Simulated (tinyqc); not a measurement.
Grain-boundary trapping model (Seto) of a polycrystalline semiconductor film. Which input was changed? Computed by tinyqc, a small Python program. Command: `OMP_NUM_THREADS=1 python tinyqc.py 3003609 3003610 out.jsonl poly which`. One thread of a shared host (Intel(R) Xeon(R) Processor @ 2.30GHz), about 0.02 s of CPU time with the checks.

Grains of equal size L are joined by thin boundaries with one trap level. Trapped carriers deplete a width W on each side and raise a barrier, crossed by thermionic emission. Dopants are fully ionised, statistics are non-degenerate and mu_g does not depend on T.

Inputs (values chosen for the exercise, modelled on polycrystalline silicon):

| quantity | value | unit |
|---|---|---|
| permittivity eps | 11.7 | - |
| effective mass m | 0.32 | m_0 |
| effective density of states at 300 K, N_c | 2.8e+19 | 1/cm^3 |
| grain size L | 120 | nm |
| trap density Q_t | 1.1e+12 | 1/cm^2 |
| trap level E_t below the band edge | 0.2 | eV |
| doping N | 2e+16 | 1/cm^3 |
| temperature T | 300 | K |

Grain interior: neglected.

Constants: k_B = 8.617333262e-05 eV/K; e = 1.602176634e-19 C; eps_0 = 8.8541878128e-12 F/m; m_0 = 9.1093837015e-31 kg; k_B = 1.380649e-23 J/K.

Method. N_c(T) = N_c (T/300 K)^(3/2). Filled traps Q = Q_t/(1 + (1/2) exp((E_t* - E_F)/k_B T)), where E_t* = e V_B - E_t and E_F are counted from the band edge at the grain centre. Partial depletion: Q = 2 N W, V_B = e N W^2/(2 eps eps_0), E_F = k_B T ln(N/N_c); solve for W. If that W would exceed L/2 the grain is fully depleted: W = L/2, Q = N L, and E_F follows from the trap equation. Centre density n_0 = N_c exp(E_F/k_B T). Boundary: sigma_b = L e^2 n_0 exp(-e V_B/k_B T)/sqrt(2 pi m k_B T); rho = 1/sigma_b. Mean carrier density n_av = n_0 [(1 - 2W/L) + (2W/L) (sqrt(pi)/2) erf(y)/y], y = sqrt(e V_B/k_B T); effective mobility 1/(e n_av rho).

Question. One of these inputs alone was changed, within the range given: grain size L (60 to 240); trap density Q_t (5.5e+11 to 2.2e+12); temperature T (150 to 500); effective mass m (0.16 to 0.64). Which one, and to what value?

Results:

| run | resistivity rho (ohm cm) | mean carrier density (1/cm^3) | effective mobility (cm^2/(V s)) |
|---|---|---|---|
| before | 1.657376 | 8.540401e+15 | 440.9511 |
| after | 2.428248 | 5.829163e+15 | 440.9511 |

Answer.

Each candidate set to reproduce resistivity rho, and what it then gives:

| candidate | range searched | value needed | mean carrier density (1/cm^3) | effective mobility (cm^2/(V s)) |
|---|---|---|---|---|
| grain size L (nm) | 60 to 240 | 101.3 | 4.2121e+15 | 610.24 |
| trap density Q_t (1/cm^2) | 5.5e+11 to 2.2e+12 | 1.500e12 | 5.8292e+15 | 440.95 |
| temperature T (K) | 150 to 500 | 287.4 | 6.1626e+15 | 417.10 |
| effective mass m (m_0) | 0.16 to 0.64 | out of reach | - | - |

Only trap density Q_t fits every result: it went from 1.1e+12 to 1.50e12 1/cm^2. The next best candidate, temperature T, misses one result by 5.7 %.

Caution: n_0 is not small against N, so full depletion is a rough description.
